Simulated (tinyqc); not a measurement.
Floating body of a partially depleted SOI transistor: body voltage and kink: one step of the calculation.

Source at 0 V. Channel current Ic = 2 nf K Vt^2 [F(0) - F(Vd)](1 + la Vd), F(V) = ln^2(1 + exp((Vg - VT - nf V)/(2 nf Vt))), VT = VT0 - gb Vb. Saturation voltage Vs = 2 Vt sqrt(F(0)) + 3 Vt, excess Ve = (Vd - Vs + sqrt((Vd - Vs)^2 + 0.0004 V^2))/2, multiplication M1 = Ai Ve exp(-Bl/Ve). Each junction passes D(v) = J1 (exp(v/Vt) - 1) + J2 (exp(v/(2 Vt)) - 1). Bipolar current Ib = bb J1 (exp(Vb/Vt) - 1). The body settles where M1 (Ic + Ib) = D(Vb) + D(Vb - Vd) + Vb/Rb; drain current Id = (1 + M1)(Ic + Ib) - D(Vb - Vd).

Task. Drain current with floating and with grounded body. Id and VT at the converged Vb, Id at Vb = 0, their ratio, and the bipolar share Ib/(Ic + Ib).

Inputs (values chosen for the exercise); values of the order met in partially depleted silicon-on-insulator transistors:
- T = 398 K (temperature)
- VT0 = 0.44 V (threshold at zero body voltage)
- gb = 0.17 (fall of the threshold per volt of body voltage)
- nf = 1.23 (slope factor)
- K = 250 uA/(V^2 um) (gain factor per width)
- la = 0.09 1/V (channel-length modulation factor)
- Ai = 1.29 1/V (impact-ionisation prefactor)
- Bl = 7.8 V (impact-ionisation voltage)
- J1 = 3.6e-10 uA/um (diffusion saturation current of each junction)
- J2 = 6.5e-7 uA/um (recombination saturation current of each junction)
- bb = 3 (gain of the lateral bipolar transistor on the diffusion current)
- Rb = 1e9 kohm um (resistance of a weak body tie to the source (1e9 stands for no tie, and the term is then dropped))
- Vg = 0.54 V (gate voltage)
- Vd = 1 V (drain voltage)

Constants: q = 1.602176634e-19 C, kB = 1.380649e-23 J/K, Vt = kB T/q. Results are converted to the units shown.

converged Vb = 0.34584968 V

Wanted: VT; Id, floating; Id, grounded; ratio; bipolar share.

Result.

VT = 0.38121 V
Id, floating = 3.2299 uA/um
Id, grounded = 1.6625 uA/um
ratio = 1.9428
bipolar share = 8.0103e-4 %

The body rises to 0.346 V and lowers the threshold by 58.8 mV.

Range of the model: The multiplication law is an empirical form chosen for the exercise; self-heating and capacitive coupling to the body are left out, and the linear laws are rough once Vb passes about 0.7 V or M1 about 0.1.

Computed by the program tinyqc: `OMP_NUM_THREADS=1 python tinyqc.py 2182110 2182111 out.jsonl`, one thread of a shared Intel Xeon 2.30GHz, about 0.2 s for the whole run.
